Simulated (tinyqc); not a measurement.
## Lifetime from the low-frequency admittance

Inverse problem. At low frequency a p+-n diode with a base of width wb has C_diff/G = (tau/2)(1 - 2 x/sinh 2x), x = wb/sqrt(Dp tau). Find tau, x and the limit of C_diff/G for infinite lifetime, wb^2/(3 Dp).

Values chosen for this exercise:
- Dp = 4.8 cm^2/s (hole diffusion coefficient)
- wb = 18 um (width of the neutral base)

G = 0.051662175 S/cm^2
C_diff = 0.0079169270 uF/cm^2

Answer. The ratio rises steadily with tau from tau/2 (long base) towards wb^2/(3 Dp) (short base), so one lifetime matches as long as the ratio is below that limit.

tau = 7.000e-7 s
x = 0.9820
limit of C_diff/G = 2.250e-7 s

Computed by the program tinyqc: `OMP_NUM_THREADS=1 python tinyqc.py 2890110 2890111 out.jsonl`, one thread of a shared Intel Xeon 2.30GHz, about 0.01 s for the whole run.
